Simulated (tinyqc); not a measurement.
Worked calculation: standing waves and exposure in a photoresist film. Values are carried at full precision from step to step, so a last printed digit may differ when a step is redone from the rounded ones.

Normal incidence from air. Unexposed resist: N1 = n1 + i k1 with k1 = (A + B) lam/(4 pi), lam in micrometres. r01 = (1 - N1)/(1 + N1), t01 = 2/(1 + N1). Below the resist lie the layer Na = na + i ka and the substrate Ns = ns + i ks: r12 = (r1a + ras x)/(1 + r1a ras x), x = exp(4 pi i Na da/lam), r1a = (N1 - Na)/(N1 + Na), ras = (Na - Ns)/(Na + Ns). With p = exp(2 pi i N1 d/lam), the field at depth z is E(z) = t01 [exp(2 pi i N1 z/lam) + r12 p^2 exp(-2 pi i N1 z/lam)]/(1 + r01 r12 p^2), the relative intensity I(z) = n1 |E(z)|^2 and the reflectance R = |(r01 + r12 p^2)/(1 + r01 r12 p^2)|^2.

Parameters, chosen for this exercise (a resist on Si, indices near tabulated ones; shifted at random, so the results belong to these values and not to a real crystal): lam = 365 nm (vacuum wavelength); n1 = 1.681 (resist index); A = 0.48 1/micrometre (bleachable absorption (Dill A)); B = 0.05 1/micrometre (fixed absorption (Dill B)); d = 1148 nm (resist thickness); ns = 6.612 (substrate n); ks = 2.641 (substrate k); na = 1.726 (n of the bottom antireflection layer); ka = 0.31 (its k); da = 42 nm (its thickness); C = 0.024 cm^2/mJ (exposure rate (Dill C)); D = 80 mJ/cm^2 (incident dose); Ld = 30 nm (diffusion length of the post-exposure bake).

## Interface coefficients

Form N1, r01, t01 and r12.

N1 = 1.68100+0.01539i
r01 = -0.2540-0.0043i
t01 = 0.7460-0.0043i
r12 = 0.3286-0.2847i
|r12|^2 = 0.1891

Next to the bottom the intensity swings by a factor ((1 + |r12|)/(1 - |r12|))^2 = 6.44 between antinode and node; without the layer |r12|^2 would be 0.4116.

## Round trip and reflectance

Form p^2, the denominator and R; the period of the standing wave is lam/(2 n1).

p^2 = -0.4862-0.2446i
1 + r01 r12 p^2 = 1.0585-0.0138i
R = 0.2111
period = 108.57 nm

The film holds 10.57 periods.

## Intensity and exposure over the lowest period

Nine depths from d - period to d. Without bleaching during the exposure the share of unexposed compound is m = exp(-C D I).

Profile:
```
z (nm),I,m
1039.4,0.861,0.192
1053.0,0.588,0.324
1066.6,0.298,0.564
1080.1,0.160,0.736
1093.7,0.252,0.616
1107.3,0.520,0.368
1120.9,0.804,0.214
1134.4,0.937,0.166
1148.0,0.839,0.200
```

I runs from 0.160 to 0.937 on these points, so m runs from 0.166 to 0.736; the least exposed point listed lies 67.9 nm above the bottom.

## Smoothing by the bake

Gaussian diffusion of length Ld multiplies a cosine of period L by exp(-2 pi^2 Ld^2/L^2). Give that factor, and the Ld that leaves 10 %.

factor = 0.222
Ld for 10 % = 37.08 nm

## Checks

- R against the transfer-matrix product: both 0.21112.

(tinyqc, `OMP_NUM_THREADS=1 python tinyqc.py 1652121 1652122 out.jsonl`, Intel(R) Xeon(R) Processor @ 2.30GHz, 1 thread, shared host, about 0.01 s.)
